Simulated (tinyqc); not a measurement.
Transmission against energy, and which matching rule a chain obeys: heterojunction of two tight-binding chains.

Left chain: hopping -t1, sites at 2 t1 (band bottom 0). Right chain: hopping -t2, sites at dE + 2 t2 (bottom dE). t = c/(m a^2), c = hbar^2/2m0. The bond across the interface is -tc with tc = f sqrt(t1 t2), and the last left site has the extra energy U. In a chain E = bottom + 2t (1 - cos(ka)); the surface Green function of a half chain is g = -exp(ika)/t, with Im k > 0 where cos(ka) > 1.

Constants: hbar^2/2m0 = 3.80998211 eV angstrom^2.

Values chosen for the exercise (masses and offset of the size met at InGaAs / InP; shifted at random, so the results belong to these values and not to a real crystal):
- a = 4 angstrom (site spacing)
- m1 = 0.039 m0 (mass on the left)
- m2 = 0.08 m0 (mass on the right)
- dE = 0.29 eV (band offset)
- f = 0.97 (factor on the interface hopping)
- U = 0.26 eV (extra energy on the last left site)

Chain A is the junction as given; chain B has tc = sqrt(t1 t2) and U = 0; chain C has tc = t2 and U = t2 - t1, the finite-difference form of -d/dx (c/m) d/dx. Continuum formulas T = 4 x y/(x + y)^2 with parabolic k: x, y = k/m on each side (BenDaniel-Duke) or x, y = k (slope continuous).

T:
```
E - dE (eV)  E (eV)  chain A  chain B  chain C  k/m matched  k matched
0.002         0.292   0.3285   0.3772   0.2055       0.2066     0.3790
0.005         0.295   0.4667   0.5277   0.3040       0.3055     0.5298
0.010         0.300   0.5879   0.6551   0.3993       0.4011     0.6573
0.020         0.310   0.7123   0.7803   0.5096       0.5118     0.7824
0.050         0.340   0.8548   0.9140   0.6640       0.6664     0.9153
0.100         0.390   0.9270   0.9740   0.7696       0.7719     0.9746
0.400         0.690   0.9744   0.9980   0.9037       0.9065     0.9981
```

Give the missing row, E - dE (eV) = 0.200, E (eV) = 0.490.

Computed row:
```
E - dE (eV)  E (eV)  chain A  chain B  chain C  k/m matched  k matched
0.200         0.490   0.9639   0.9980   0.8509       0.8533     0.9980
```

Chain C follows the k/m rule within 0.0027 and chain B the plain k rule within 0.0022, while the two rules differ by up to 0.2706: in B the self-energy of the right side is -t1 exp(i k2 a), so only k2 enters, and in C it is -t2 exp(i k2 a), which carries 1/m2. Chain A, with f = 0.97 and U = 0.26 eV, has an interface term of its own and lies up to 0.0680 from B and 0.2027 from C.

tinyqc: `OMP_NUM_THREADS=1 python tinyqc.py 1450220 1450221 out.jsonl`; about 0.01 s, one thread, shared Intel(R) Xeon(R) Processor @ 2.30GHz.
